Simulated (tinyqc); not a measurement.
Vibrations of a mass or spring defect in a linear chain: one step, computed by the program tinyqc.

A ring of N atoms with nearest-neighbour springs k and motion along the chain. Atom 1 is the defect, of mass M', and its two springs are k'. Odd sites are A (the defect replaces an A atom), even sites B.

Problem. Frequencies of the ring. Diagonalise D and leave out the zero eigenvalue of the uniform shift. nu = 15.6333042 THz x sqrt(lambda), lambda in eV/(angstrom^2 u).

Host: diatomic.

D (eV/(angstrom^2 u)), lower triangle (symmetric):
```
             1           2           3           4           5           6           7           8
1    0.5678596
2   -0.1145815   0.0792686
3    0.0000000  -0.0547443   0.1814757
4    0.0000000   0.0000000  -0.0547443   0.0660571
5    0.0000000   0.0000000   0.0000000  -0.0547443   0.1814757
6    0.0000000   0.0000000   0.0000000   0.0000000  -0.0547443   0.0660571
7    0.0000000   0.0000000   0.0000000   0.0000000   0.0000000  -0.0547443   0.1814757
8    0.0000000   0.0000000   0.0000000   0.0000000   0.0000000   0.0000000  -0.0547443   0.0660571
9    0.0000000   0.0000000   0.0000000   0.0000000   0.0000000   0.0000000   0.0000000  -0.0547443
10  -0.1145815   0.0000000   0.0000000   0.0000000   0.0000000   0.0000000   0.0000000   0.0000000

             9         10
9    0.1814757
10  -0.0547443  0.0792686
```

Constants: nu for 1 eV/(angstrom^2 u) = 15.6333042 THz.

Give: nonzero frequencies.

Solution.

nonzero frequencies (THz): 2.15  2.23  3.76  4.02  6.84  7.10  7.50  7.69  12.28
